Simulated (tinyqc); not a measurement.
# Read current of a NAND string, cells in series solved by shooting: effects of single changes

Cells in series, numbered from 0 at the source line (0 V) to the bit line, each followed by a gap resistance Rg. A cell with gate Vg, threshold VT, source Vs and drain Vd passes I = 2 nf K Vt^2 [F(Vs) - F(Vd)]/(1 + th max(Vg - VT, 0)), F(V) = ln^2(1 + exp((Vg - VT - nf V)/(2 nf Vt))). The selected cell has Vg = Vr, the others Vg = Vp.

Values chosen for this exercise; values of the order met in vertical NAND strings: temperature T = 300 K; gain factor of a cell K = 27 uA/V^2; slope factor nf = 2.5; mobility reduction factor th = 0.1 1/V; resistance of the gap between cells Rg = 2.3 kohm; bit-line voltage Vbl = 0.4 V; pass voltage Vp = 5.6 V; threshold of an erased cell Ve = -1.6 V; threshold of the highest state Vh = 4.1 V; threshold of the selected cell Vx = 0.8 V; sensing current Is = 10 nA; read voltage on the selected word line Vr = 1.72 V.

Constants: q = 1.602176634e-19 C, kB = 1.380649e-23 J/K, Vt = kB T/q. Results are converted to the units shown.

Each table varies one quantity; the others keep the values above.

## Read current against the number of cells

For a trial current I start at 0 V and, cell by cell, solve for the drain: sqrt(F(Vd)) = sqrt(F(Vs) - I/k), k = 2 nf K Vt^2/(1 + th max(Vg - VT, 0)), Vd = [Vg - VT - 2 nf Vt ln(exp(sqrt F) - 1)]/nf, then add I Rg. The string current is the I for which the last node reaches Vbl. The apparent threshold is the Vr at which I = Is. Background: all other cells erased (VT = Ve) or all in the highest state (VT = Vh); ratio and shift are high over erased and high minus erased. The selected cell is in the middle, cell n/2.

Result of one run:
```
n	I, others erased (uA)	I, others high (uA)	ratio	apparent VT, erased (V)	apparent VT, high (V)	background shift (mV)
32	0.8579	0.2689	0.3135	0.6844	0.6923	7.865
```

What becomes of these results when the number of cells n is changed from 32 to 192, all else the same?

Result of the changed run:
```
n	I, others erased (uA)	I, others high (uA)	ratio	apparent VT, erased (V)	apparent VT, high (V)	background shift (mV)
192	0.1699	0.04594	0.2703	0.7067	0.7554	48.63
```

The whole series:
```
n	I, others erased (uA)	I, others high (uA)	ratio	apparent VT, erased (V)	apparent VT, high (V)	background shift (mV)
8	2.137	0.9795	0.4583	0.6811	0.6830	1.958
16	1.433	0.5218	0.3642	0.6822	0.6861	3.921
32	0.8579	0.2689	0.3135	0.6844	0.6923	7.865
64	0.4745	0.1365	0.2876	0.6889	0.7047	15.82
96	0.3277	0.09143	0.2790	0.6933	0.7172	23.88
128	0.2503	0.06874	0.2747	0.6978	0.7298	32.03
192	0.1699	0.04594	0.2703	0.7067	0.7554	48.63
```

With erased neighbours the current falls from 2.14 to 0.170 uA, as n^(-0.58) between the first two rows and n^(-0.95) between the last two (-1 once the series resistance rules). The ratio falls from 0.458 to 0.270 and the background shift rises from 1.96 to 48.6 mV.

## Effect of the position of the selected cell

Same model as above.

The string has 64 cells, numbered from the source.

Effect of the position of the selected cell:
```
j	I, others erased (uA)	I, others high (uA)	ratio	apparent VT, erased (V)	apparent VT, high (V)	background shift (mV)
0	0.5035	0.1374	0.2729	0.6799	0.6799	1.116e-4
9	0.4989	0.1373	0.2752	0.6825	0.6869	4.413
18	0.4923	0.1371	0.2784	0.6850	0.6938	8.854
27	0.4823	0.1367	0.2835	0.6875	0.7008	13.33
36	0.4664	0.1362	0.2920	0.6900	0.7078	17.83
45	0.4400	0.1350	0.3069	0.6925	0.7149	22.36
54	0.4025	0.1319	0.3277	0.6950	0.7219	26.92
63	0.3620	0.1229	0.3396	0.6975	0.7290	31.51
```

From the source end to the bit-line end the apparent VT with high neighbours rises from 0.6799 to 0.7290 V and the background shift rises from 1.12e-4 to 31.5 mV. Cells and gaps on the source side raise the source of the selected cell, which costs nf times that voltage in gate drive; those on the drain side only lower its drain voltage.

Program tinyqc, `OMP_NUM_THREADS=1 python tinyqc.py 2142034 2142035 out.jsonl`; Intel Xeon 2.30GHz, shared host, one thread, about 0.7 s.
